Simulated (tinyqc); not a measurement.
# Gate sheet resistance from two finger widths

Problem. At low frequency R = Rsh Wf/(3 L) + B/Wf, where B collects the channel and vertical terms. Find Rsh, B and the width of lowest R.

Inputs (values chosen for the exercise): channel length L = 0.78 um.

input resistance of single fingers, contacted at one end, of width 1.2 and 7.2 um (ohm): 73.602564  28.420940

Answer. R Wf is a straight line in Wf^2; the minimum of R lies where both terms are equal.

Rsh = 5.40 ohm/square
B = 85.0 ohm um
width of lowest R = 6.07 um

tinyqc, about 0.01 s, one thread, Intel Xeon 2.30GHz (shared host): `OMP_NUM_THREADS=1 python tinyqc.py 2262077 2262078 out.jsonl`
